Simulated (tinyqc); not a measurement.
Worked calculation: Berg model of reactive sputtering of a nitride or oxide: poisoning, hysteresis and pumping speed. Computed by tinyqc, a small Python program that keeps every step. Command: `OMP_NUM_THREADS=1 python tinyqc.py 3002826 3002827 out.jsonl berg walk`. One thread of a shared host (Intel(R) Xeon(R) Processor @ 2.30GHz), about 0.03 s of CPU time with the checks. Intermediate numbers are printed to about 6 digits and carried at full precision; extremes and crossings named in words are read from the listed rows.

A diatomic gas reacts with bare metal on the target and on the collecting surfaces; ions remove metal and compound from the target. theta_t and theta_c are the compound fractions.

Inputs (values chosen for the exercise, close to those used for titanium nitride): ion current density J = 23 mA/cm^2; target area A_t = 230 cm^2; collecting area A_c = 4300 cm^2; metal yield Y_m = 0.57; compound yield Y_c = 0.15; sticking coefficient alpha = 0.36; reactive atoms per metal atom z = 1; gas mass M = 28 u; pumping speed S = 1200 l/s; gas temperature T = 300 K; reactive partial pressure P = 0.033 Pa.

Constants: e = 1.602176634e-19 C; u = 1.6605390666e-27 kg; k_B = 1.380649e-23 J/K.

## Steady state at the pressure P

Ion flux j = J/e; gas flux F = P/sqrt(2 pi M k_B T). Target: (2/z) alpha F (1 - theta_t) = j Y_c theta_t. Sputtered flows F_c = j Y_c theta_t A_t, F_m = j Y_m (1 - theta_t) A_t. Collector: (2/z) alpha F (1 - theta_c) A_c + F_c (1 - theta_c) = F_m theta_c. Gas use Q = alpha F [(1 - theta_t) A_t + (1 - theta_c) A_c] + P S/(k_B T); 1 sccm = 4.4780e17 molecules/s. Rate R = F_m + F_c, given relative to j Y_m A_t.

ion flux j = 1.43555e+17 1/(cm^2 s)

gas flux F = 9.48677e+16 1/(cm^2 s)

theta_t = 0.760310

theta_c = 0.985062

gas use (sccm): target 4.2045, collector 4.8988, pump 21.3504

total flow Q = 30.4537 sccm

rate relative to clean metal = 0.439771

The target is partly covered. The film is 98.5 % compound.

## Critical pumping speed

P is a single-valued function of the flow Q only if dQ/dP > 0 everywhere: S must exceed k_B T times the steepest fall of the surface terms with P.

pressure of the steepest fall = 0.0116460 Pa

critical pumping speed = 346.717 l/s

S is 3.46 times the critical value: no hysteresis.

## Flow curve at three pumping speeds

The formulas are those given above.

Pressure as the free variable:
```
P (Pa)    theta_t   theta_c  relative rate  Q at S_c/4 (sccm)  Q at S_c (sccm)  Q at 2 S_c (sccm)
0.00058  0.052807  0.233279       0.961089             4.7385           4.8198             4.9282
0.00120  0.103419  0.398791       0.923797             7.7976           7.9659             8.1902
0.00230  0.181055  0.580952       0.866591            10.6869          11.0093            11.4393
0.00410  0.282694  0.737314       0.791699            12.4581          13.0329            13.7993
0.00700  0.402222  0.851078       0.703626            12.9111          13.8925            15.2010
0.01200  0.535635  0.926060       0.605322            12.3404          14.0228            16.2660
0.01900  0.646186  0.962793       0.523863            11.4867          14.1505            17.7023
0.02900  0.735979  0.981371       0.457700            10.7941          14.8599            20.2810
0.04700  0.818768  0.991989       0.396697            10.4658          17.0552            25.8411
0.09300  0.899391  0.997730       0.337291            11.4179          24.4565            41.8413
```

At S_c/4 the flow falls with pressure in 4 of the intervals: as the target poisons, less metal arrives to getter the gas. At 2 S_c it rises throughout. Coverages and rate depend on P alone, not on S. The collector converts before the target (theta_c = 0.85 at theta_t = 0.40), since the metal is spread over a larger area and no ions clean it. The rate tends to Y_c/Y_m = 0.263.

Checks made by the program: gas taken up by surfaces against gas bound in the growing film (relative difference below 1e-10).
